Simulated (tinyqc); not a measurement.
From results back to parameters: plasmons of a degenerate electron gas in the random-phase approximation. Five cases, with inputs chosen for the exercise.

Problem. At small q the plasmon follows E = Ep + B q^2 with B = (3/10)(hbar vF)^2/Ep, hbar vF = 2 c kF/m; n and m are hidden.

Zero temperature, parabolic band: kF = (3 pi^2 n)^(1/3), EF = c kF^2/m, Ep^2 = 8 pi c e2 n/(m eb), qTF^2 = 6 pi e2 n/(eb EF), c = hbar^2/2m0, e2 = e^2/(4 pi eps0), n in 1/angstrom^3 (1e-24 per 1/cm^3).

Constants: hbar^2/2m0 = 3.80998211 eV angstrom^2; e^2/(4 pi eps0) = 14.39964547 eV angstrom.

Case 1.

Values chosen (out of a larger set: mass and background constant near those of GaN; polar phonons, which mix with the plasmon in the real crystal, and the rise of the mass with filling are left out; not measured data): eb = 5.38 (background dielectric constant).

Ep = 45.5086 meV
B = 12.7829 eV angstrom^2

Case 2.

Values chosen (out of a larger set: a free-electron density near that of Na; not measured data): eb = 1 (background dielectric constant).

Ep = 6.01046 eV
B = 2.44681 eV angstrom^2

Case 3.

Values chosen (out of a larger set: a free-electron density near that of Na; not measured data): eb = 1 (background dielectric constant).

Ep = 5.97595 eV
B = 2.44212 eV angstrom^2

Case 4.

Values chosen (out of a larger set: a free-electron density near that of Al; not measured data): eb = 1 (background dielectric constant).

Ep = 15.7978 eV
B = 3.37673 eV angstrom^2

Case 5.

Values chosen (out of a larger set: mass and background constant near those of GaAs; polar phonons, which mix with the plasmon in the real crystal, and the rise of the mass with filling are left out; not measured data): eb = 10.6 (background dielectric constant).

Ep = 129.745 meV
B = 118.446 eV angstrom^2

Find: hbar vF; kF; n; m.

Solution. hbar vF = sqrt(B Ep/0.3); Ep^2 = (4 e2/(3 pi eb)) kF^2 hbar vF gives kF, then n and m.

Case 1.

hbar vF = 1.393 eV angstrom
kF = 0.03618 1/angstrom
n = 1.60e+18 1/cm^3
m = 0.198 m0

Case 2.

hbar vF = 7.002 eV angstrom
kF = 0.9188 1/angstrom
n = 2.62e+22 1/cm^3
m = 1.000 m0

Case 3.

hbar vF = 6.975 eV angstrom
kF = 0.9153 1/angstrom
n = 2.59e+22 1/cm^3
m = 1.000 m0

Case 4.

hbar vF = 13.33 eV angstrom
kF = 1.750 1/angstrom
n = 1.81e+23 1/cm^3
m = 1.000 m0

Case 5.

hbar vF = 7.157 eV angstrom
kF = 0.06387 1/angstrom
n = 8.80e+18 1/cm^3
m = 0.068 m0

Computed by tinyqc, one run a case: `OMP_NUM_THREADS=1 python tinyqc.py N N+1 out.jsonl` with N = 1652360, 1652417, 1652475, 1652569, 1652640; one thread of a shared Intel(R) Xeon(R) Processor @ 2.30GHz, about 0.01 s a run at most.
